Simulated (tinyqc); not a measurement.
Schottky diode by the thermionic emission-diffusion theory: two steps of the calculation.

Metal on an n-type semiconductor with one parabolic valley; V > 0 is forward bias (metal positive). The band bends as a parabola over the depletion layer, by Vd = Vbi - V; no image force. Carriers drift and diffuse up to the interface and leave it with the velocity vR.

Values chosen for this exercise; band and dielectric values those of a made-up semiconductor: temperature T = 200 K; electron mass me = 0.29 m0; relative permittivity eps_r = 9.73; electron mobility mun = 300 cm^2/(V s); barrier height seen from the metal phi = 1.13 eV; donor density Nd = 1.2e17 cm^-3; bias V = 0.6 V.

Constants: q = 1.602176634e-19 C, kB = 1.380649e-23 J/K, h = 6.62607015e-34 J s, m0 = 9.1093837015e-31 kg, Vt = kB T/q, eps0 = 8.8541878128e-14 F/cm where lengths are in cm. Results are converted to the units shown.

Question 1. Emission velocity. A* = 4 pi q me m0 kB^2/h^3 (times 1e-4 for A/(cm^2 K^2)); Nc = 2 (2 pi me m0 kB T/h^2)^1.5 (times 1e-6 for cm^-3); Vbi = phi - Vt ln(Nc/Nd); vR = A* T^2/(q Nc).

Give: A*; Nc; Vbi; vR.

Answer 1.

A* = 34.850 A/(cm^2 K^2)
Nc = 2.1332e18 cm^-3
Vbi = 1.0804 V
vR = 4.0787e6 cm/s

vR equals sqrt(kB T/(2 pi me m0)).

Question 2. Diffusion velocity. LD = sqrt(eps0 eps_r Vt/(q Nd)), a = sqrt((Vbi - V)/Vt), D(a) = exp(-a^2) int_0^a exp(s^2) ds (Dawson), vD = mun Vt/(sqrt(2) LD D(a)). For large a, vD tends to mun times the surface field sqrt(2 q Nd (Vbi - V)/(eps0 eps_r)).

Vbi = 1.0804006 V

Give: LD; a; D(a); vD; mun times the surface field.

Answer 2.

LD = 8.7879 nm
a = 5.2796
D(a) = 0.096504
vD = 4.3110e7 cm/s
mun times the surface field = 4.3929e7 cm/s

Computed by the program tinyqc: `OMP_NUM_THREADS=1 python tinyqc.py 2640092 2640093 out.jsonl`, one thread of a shared Intel Xeon 2.30GHz, about 0.01 s for the whole run.
